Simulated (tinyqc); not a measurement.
Classical Heisenberg spin chain: exact results, Metropolis, heat-bath and over-relaxation steps, and a Monte Carlo run. Changing the length N of the open chain. Computed by tinyqc, a small Python program. Command: `OMP_NUM_THREADS=1 python tinyqc.py 3130348 3130349 out.jsonl heismc sweep`. One thread of a shared host (Intel(R) Xeon(R) Processor @ 2.30GHz), about 0.01 s of CPU time with the checks.

E = -J sum_i s_i . s_(i+1) for unit vectors s_i on an open chain; K = J/(k_B T).

Inputs (values chosen for the exercise, for a model chain of large moments): coupling J = -16 meV; temperature T = 85.2 K; moment mu = 2.9 mu_B.

Constants: k_B = 8.617333262e-05 eV/K; mu_B = 5.7883818060e-05 eV/T.

Method. Each bond angle is independent, so u = <s_i . s_(i+1)> = coth K - 1/K, <s_i . s_(i+n)> = u^n, correlation length xi = -1/ln|u|, energy per bond -J u, heat capacity per bond c/k_B = 1 - K^2/sinh^2 K, and for the long chain chi = mu^2 (1 + u)/(3 k_B T (1 - u)) per spin. For N spins, <|sum s|^2>/N = (1 + u)/(1 - u) - 2 u (1 - u^N)/(N (1 - u)^2); the long chain has (1 + u)/(1 - u), chi over the Curie value, and the difference is relative to it.

One run for each value:

| length N of the open chain | <\|sum s\|^2>/N | difference from the long chain (%) |
|---|---|---|
| 2 | 0.43295 | 56.705 |
| 3 | 0.45829 | 65.880 |
| 5 | 0.37406 | 35.392 |
| 12 | 0.31472 | 13.915 |
| 20 | 0.29937 | 8.358 |
| 40 | 0.28783 | 4.179 |
| 80 | 0.28205 | 2.090 |
| 200 | 0.27859 | 0.836 |

Give the missing row, length N of the open chain = 8.

Computed row:
```
length N of the open chain  <|sum s|^2>/N  difference from the long chain (%)
8                                 0.33339                              20.672
```

Interpolating between the two neighbouring rows (the first column on a logarithmic scale, the others too where they are positive) misses most in difference from the long chain (%), by 3.7 %. Over the rows, <|sum s|^2>/N goes from 0.433 through a maximum among these rows, 0.458 at 3.00, to 0.279; difference from the long chain (%) goes from 56.7 through a maximum among these rows, 65.9 at 3.00, to 0.836.

Extremes, crossings and ranges named in words are read from the listed rows.
